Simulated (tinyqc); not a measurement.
# Reverse leakage of an n+-p junction: diffusion, generation, trap-assisted and band-to-band tunnelling: leakage components against the temperature

One-sided abrupt junction in the depletion approximation, x from the junction (0) to W on the p side, field F = F0 (1 - x/W). Flat quasi-Fermi levels, long p side. Traps generate through SRH with both lifetimes shortened by 1 + Gamma (Hurkx enhancement, form for moderate fields); band-to-band generation is local and needs a total bending above Eg.

Nc and Nv are given at 300 K and scale as (T/300 K)^1.5; all else is held fixed. ni = sqrt(Nc Nv) exp(-Eg/(2 Vt)), Eg in volts; Vbi = Vt ln(Na Nd/ni^2); W = sqrt(2 eps0 eps_r (Vbi + VR)/(q Na)); F0 = 2 (Vbi + VR)/W; FG = sqrt(24 mt m0 (kB T)^3)/(q hbar); J_diff = q ni^2 sqrt(Dn/tau)(1 - exp(-VR/Vt))/Na. u = (Vbi + VR)(1 - x/W)^2, p = Na exp(-u/Vt), n = Nd exp((u - Vbi - VR)/Vt); G0 = ni^2 (1 - exp(-VR/Vt))/(tau (n + p + 2 ni cosh(Et/Vt))); Gamma = 2 sqrt(3 pi)(F/FG) exp((F/FG)^2); trap-assisted part G0 Gamma; G_bb = Ab F^2.5 exp(-Bb/F) with F in V/cm, zero unless Vbi + VR > Eg. Currents are q times the integrals over 0 to W; J_bb under 1e-8 of J is printed as 0; rows with F0/FG above 2.2, beyond the range of this Gamma, are left out.

Inputs (values chosen for the exercise); band and dielectric values close to those of silicon:
- Eg = 1.11 eV (band gap)
- eps_r = 11.9 (relative permittivity)
- Nc = 2.84e19 cm^-3 (conduction-band density of states at the reference temperature)
- Nv = 2.67e19 cm^-3 (valence-band density of states at the reference temperature)
- Na = 6e17 cm^-3 (acceptor density of the lighter side)
- Nd = 1e20 cm^-3 (donor density of the heavier side)
- tau = 8e-8 s (SRH lifetime of both carriers at zero field)
- Et = 0 eV (trap level above the intrinsic level)
- mt = 0.27 m0 (tunnelling mass)
- Dn = 12 cm^2/s (electron diffusion coefficient on the lighter side)
- Ab = 3.9e14 cm^-0.5 V^-2.5 s^-1 (band-to-band prefactor)
- Bb = 1.96e7 V/cm (band-to-band field constant)
- VR = 0.5 V (reverse bias)

Constants: q = 1.602176634e-19 C, kB = 1.380649e-23 J/K, hbar = 1.054571817e-34 J s, m0 = 9.1093837015e-31 kg, Vt = kB T/q, eps0 = 8.8541878128e-14 F/cm where lengths are in cm. Results are converted to the units shown.

Leakage components against the temperature:
```
T (K)  F0 (kV/cm)  F0/FG  J_diff (A/cm^2)  J_SRH (A/cm^2)  J_TAT (A/cm^2)  J_bb (A/cm^2)  J (A/cm^2)              largest part
250           535   1.83         6.03e-17        2.01e-10         7.67e-9       2.25e-13     7.87e-9  trap-assisted tunnelling
280           532   1.54         2.12e-14         3.84e-9         7.41e-8       1.89e-13     7.80e-8  trap-assisted tunnelling
310           530   1.32         2.46e-12         4.22e-8         5.04e-7       1.56e-13     5.46e-7  trap-assisted tunnelling
340           527   1.14         1.27e-10         3.08e-7         2.57e-6       1.28e-13     2.88e-6  trap-assisted tunnelling
370           525  0.999          3.53e-9         1.66e-6         1.04e-5              0     1.21e-5  trap-assisted tunnelling
400           522  0.884          6.08e-8         7.02e-6         3.49e-5              0     4.20e-5  trap-assisted tunnelling
430           519  0.789          7.14e-7         2.46e-5         1.00e-4              0     1.25e-4  trap-assisted tunnelling
```

J rises from 7.87e-9 to 1.25e-4 A/cm^2. Trap-assisted tunnelling leads at T = 250 and in all other rows. Activation energies over the table: 1.19 eV for diffusion (Eg = 1.11 eV, raised by the T^3 of ni^2), 0.603 eV for SRH generation (Eg/2 + |Et| = 0.555 eV), 0.488 eV for the trap-assisted part, lower since Gamma grows on cooling; the total shows 0.461 eV at the cold end and 0.541 eV at the hot end.

Range of the model: The n+ side is degenerate, so Vbi from Boltzmann statistics is only a guide.

Computed by the program tinyqc: `OMP_NUM_THREADS=1 python tinyqc.py 2290041 2290042 out.jsonl`, one thread of a shared Intel Xeon 2.30GHz, about 0.01 s for the whole run.
